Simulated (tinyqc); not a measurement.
Molecular dynamics of a small cluster by velocity Verlet steps: one step, computed by the program tinyqc. Command: `OMP_NUM_THREADS=1 python tinyqc.py 3007381 3007382 out.jsonl verlet walk`. One thread of a shared host (Intel(R) Xeon(R) Processor @ 2.30GHz), about 0.1 s of CPU time with the checks.

E = sum_i {sum_j A exp(-p (r_ij/r0 - 1)) - xi sqrt(rho_i)}, rho_i = sum_j exp(-2 q (r_ij/r0 - 1)); the force on i is -sum_j w_ij (R_i - R_j)/r_ij with w_ij = -(2p/r0) A exp(-p (r_ij/r0 - 1)) + (xi q/r0) exp(-2 q (r_ij/r0 - 1)) (rho_i^(-1/2) + rho_j^(-1/2)).

Task: Step 1. Velocity Verlet: a = c F/M with c = 9.648533212e-3 angstrom/fs^2 per eV/(angstrom u); R(new) = R + v dt + a dt^2/2; v(new) = v + (a + a(new)) dt/2. Kinetic energy K = M v^2/(2c); temperature T = 2K/((3N - 3) k_B), rotation of the cluster included. After each step v is scaled by sqrt(1 + (dt/tau)(T0/T - 1)).

Inputs (values chosen for the exercise, for model atoms):

| quantity | value | unit |
|---|---|---|
| length r0 | 2.73 | angstrom |
| repulsion A | 0.15 | eV |
| hopping xi | 1.76 | eV |
| decay p | 10.8 | - |
| decay q | 3.18 | - |
| atomic mass M | 33 | u |
| time step dt | 2.2 | fs |
| target temperature T0 | 300 | K |
| coupling time tau | 50 | fs |

Potential: Gupta. Thermostat: Berendsen.

starting positions (angstrom):
```
           x     y      z
atom 1  0.04  0.01  -0.05
atom 2  2.56  0.03   0.02
atom 3  1.26  2.23  -0.05
atom 4   1.3  0.74   2.07
atom 5  1.27  0.74  -2.08
```

starting velocities (angstrom/fs):
```
               x         y         z
atom 1  -0.00132  -0.00474   0.00335
atom 2   0.00152  -0.00031  -0.00117
atom 3   0.00175     0.002  -0.00091
atom 4   0.00083  -0.00112  -0.00071
atom 5  -0.00279   0.00417  -0.00056
```

Constants: 1 eV/(angstrom u) = 9.648533212e-03 angstrom/fs^2; k_B = 8.617333262e-05 eV/K.

Give: positions after step 1; new forces; velocities after step 1; total energy.

Result:

positions after step 1 (angstrom):
```
            x      y       z
atom 1  0.037  0.000  -0.042
atom 2  2.563  0.029   0.017
atom 3  1.264  2.234  -0.052
atom 4  1.302  0.738   2.068
atom 5  1.264  0.749  -2.081
```

new forces (eV/angstrom):
```
              x        y        z
atom 1   0.1938   0.1774   0.2744
atom 2  -0.2784   0.2461  -0.1384
atom 3   0.0338  -0.5242   0.2562
atom 4  -0.1029   0.1132  -0.8216
atom 5   0.1537  -0.0125   0.4294
```

velocities after step 1 (angstrom/fs):
```
                x          y          z
atom 1  -0.001241  -0.004680   0.003565
atom 2   0.001373  -0.000163  -0.001259
atom 3   0.001789   0.001704  -0.000753
atom 4   0.000767  -0.001054  -0.001238
atom 5  -0.002697   0.004194  -0.000314
```

total energy = -14.94 eV
